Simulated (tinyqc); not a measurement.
Hopping conduction between localised states: one step, computed by the program tinyqc.

Energies are counted from the Fermi level. A small network shows the mechanism; the laws of an infinite system follow.

Problem. Pair exponents. Miller-Abrahams exponent s_ij = 2 r_ij/xi + (|E_i| + |E_j| + |E_i - E_j|)/(2 k_B T); G_ij = G_0 exp(-s_ij). The diagonal is set to 0 and not used.

Inputs (values chosen for the exercise, for a model amorphous semiconductor): localisation length xi = 0.51 nm; temperature T = 110 K.

Dimension: 3D.

sites of the small network (nm, nm, meV):
```
      x     y  energy
1     0   0.7    3.59
2  0.68   0.2   -8.84
3  1.31  1.08   -79.5
4  1.83  0.67  -64.82
5  2.65   0.5  -48.22
6  3.28  1.09  -41.86
7   3.8  0.43   -5.57
```

Constants: k_B = 8.617333262e-05 eV/K.

Give: s_ij.

Solution.

s_ij:
```
        1       2       3       4       5       6       7
1   0.000   4.621  14.115  14.394  15.887  17.748  15.906
2   4.621   0.000  12.631  11.710  12.902  15.193  13.201
3  14.115  12.631   0.000  10.984  14.113  16.112  18.479
4  14.394  11.710  10.984   0.000  10.122  12.758  14.621
5  15.887  12.902  14.113  10.122   0.000   8.472   9.605
6  17.748  15.193  16.112  12.758   8.472   0.000   7.711
7  15.906  13.201  18.479  14.621   9.605   7.711   0.000
```
